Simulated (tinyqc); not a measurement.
G0W0 on RHF in the sto-3g basis, for BeH2, spin multiplicity 1, step by step (part 2 of 2). Computed by tinyqc, a small Python program that keeps every step (integrals from PySCF). Command: `OMP_NUM_THREADS=1 python tinyqc.py 20085 20086 out.jsonl` (the two numbers bound the seeds that draw the settings). One thread of a shared host (Intel(R) Xeon(R) Processor @ 2.60GHz), about 0.09 s of CPU time with the checks.

Geometry (angstrom):
```
atom         x          y         z
Be    0.000000   0.000000  0.000000
H     0.000000   1.609000  0.120000
H     0.000000  -1.676000  0.125000
```

## Screening: direct RPA

orbital energies (hartree): MO1 -4.538635, MO2 -0.405727, MO3 -0.358813, MO4 0.209250, MO5 0.213221, MO6 0.328893, MO7 0.638151

Given earlier and not repeated: Two-electron integrals over orbitals (pq|rs).

With D = e_a - e_i and K = (ia|jb): diagonalise D^(1/2) (D + 4K) D^(1/2) = Z w^2 Z^T; X + Y = D^(1/2) Z w^(-1/2), each column of Z with its largest component positive (the first on a tie); E_c = (sum w - tr (D + 2K)) / 2.

D^(1/2) (D + 4K) D^(1/2) (hartree^2), lower triangle:
```
           1>4        1>5        1>6        1>7        2>4       2>5        2>6        2>7
1>4  22.852087
1>5   0.000000  22.879247
1>6  -0.045050   0.000000  24.194656
1>7  -0.002627   0.000000   0.012379  27.156276
2>4   0.094736   0.000000   0.028508   0.001033   0.494626
2>5   0.000000   0.101143   0.000000   0.000000   0.000000  0.498096
2>6   0.030569   0.000000  -0.032946  -0.005879  -0.015912  0.000000   0.780982
2>7   0.001811   0.000000  -0.010282   0.077852  -0.013449  0.000000   0.069838   1.340061
3>4   0.012222   0.000000   0.003708   0.003701   0.010568  0.000000  -0.000450   0.036588
3>5   0.000000   0.013069   0.000000   0.000000   0.000000  0.010711   0.000000   0.000000
3>6   0.004189   0.000000  -0.005615  -0.005589  -0.000729  0.000000   0.020538  -0.200059
3>7  -0.001889   0.000000   0.030056   0.014070   0.051553  0.000000  -0.259489  -0.043081

           3>4       3>5        3>6       3>7
3>4   0.356662
3>5   0.000000  0.355543
3>6  -0.035151  0.000000   0.717956
3>7   0.011551  0.000000  -0.065543  1.338775
```

excitation energies w (hartree): 0.593385  0.595601  0.701199  0.705998  0.805322  0.823992  1.174151  1.215859  4.780275  4.783274  4.918967  5.211197

X + Y:
```
             1          2          3          4          5          6          7          8
1>4  -0.000667   0.000000  -0.011092   0.000000   0.000832  -0.003167   0.000208   0.000704
1>5   0.000000  -0.000691   0.000000  -0.011804   0.000000   0.000000   0.000000   0.000000
1>6  -0.000163   0.000000  -0.002994   0.000000  -0.000206   0.001944  -0.001151  -0.003640
1>7  -0.000164   0.000000  -0.000133   0.000000  -0.001848  -0.000086  -0.005899   0.002151
2>4  -0.075315   0.000000   0.932103   0.000000  -0.006287   0.021070   0.013887   0.038077
2>5   0.000000  -0.075783   0.000000   0.933722   0.000000   0.000000   0.000000   0.000000
2>6  -0.005559   0.000000  -0.003224   0.000000  -0.324049   0.818204  -0.101120  -0.266561
2>7  -0.027504   0.000000   0.014010   0.000000   0.334865   0.037684   0.762554  -0.470411
3>4   0.972093   0.000000   0.066107   0.000000  -0.059629  -0.015746   0.031307  -0.006564
3>5   0.000000   0.977304   0.000000   0.066915   0.000000   0.000000   0.000000   0.000000
3>6   0.089846   0.000000   0.007258   0.000000   0.822787   0.299146  -0.229285   0.042813
3>7  -0.005753   0.000000  -0.073161   0.000000  -0.025482   0.411270   0.449010   0.712116

             9        10         11         12
1>4   0.996038  0.000000  -0.032861  -0.000624
1>5   0.000000  0.996700   0.000000   0.000000
1>6   0.033751  0.000000   0.994190   0.004047
1>7   0.000534  0.000000  -0.004316   0.996679
2>4   0.001534  0.000000   0.000379   0.000014
2>5   0.000000  0.001626   0.000000   0.000000
2>6   0.000522  0.000000  -0.000567  -0.000085
2>7   0.000033  0.000000  -0.000217   0.001349
3>4   0.000190  0.000000   0.000047   0.000047
3>5   0.000000  0.000201   0.000000   0.000000
3>6   0.000068  0.000000  -0.000092  -0.000086
3>7  -0.000021  0.000000   0.000601   0.000240
```

RPA correlation energy = -0.04981066 hartree

## G0W0 on Hartree-Fock: HOMO

W(p,q,m) = sqrt2 sum_ia (pq|ia) (X+Y)_ia,m; Sigma_c(x) = sum_(i,m) W^2/(x - e_i + w_m) + sum_(a,m) W^2/(x - e_a - w_m); solve x = e_p + Sigma_c(x) by Newton steps; Z = 1/(1 - dSigma/dx); 1 hartree = 27.211386 eV.

The 12 largest terms at x = e_p (hartree; W for the signs of X + Y given):
```
q  m          W       term
2  5  -0.089580   0.009416
7  8   0.122323  -0.006762
6  7  -0.106760  -0.006122
6  5   0.074280  -0.003696
2  7   0.065273   0.003489
3  6  -0.042509   0.002193
7  7   0.061255  -0.001728
7  6  -0.045939  -0.001159
2  8  -0.037710   0.001126
3  7   0.031797   0.000861
6  6   0.031685  -0.000664
3  8   0.026158   0.000563
```

Newton steps (hartree):
```
step          x  Sigma_c(x)         Z
0     -0.358813   -0.002558  0.969208
1     -0.361292   -0.002479  0.969135
2     -0.361292   -0.002479  0.969135
```

quasiparticle energy of the HOMO = -9.831259 eV

Hartree-Fock value = -9.763802 eV

## G0W0 on Hartree-Fock: LUMO

As before.

The 12 largest terms at x = e_p (hartree; W for the signs of X + Y given):
```
q  m          W       term
4  8  -0.102806  -0.008693
6  3   0.051132  -0.003185
2  3   0.060812   0.002810
4  7  -0.045761  -0.001783
4  6   0.037688  -0.001724
4  3  -0.032714  -0.001526
6  6   0.023795  -0.000600
6  8  -0.022374  -0.000375
2  8   0.024082   0.000317
7  5  -0.018351  -0.000273
3  1   0.017793   0.000273
7  1  -0.016034  -0.000252
```

Newton steps (hartree):
```
step         x  Sigma_c(x)         Z
0     0.209250   -0.014981  0.978819
1     0.194586   -0.014668  0.979294
2     0.194583   -0.014668  0.979295
```

quasiparticle energy of the LUMO = 5.294866 eV

Hartree-Fock value = 5.693993 eV
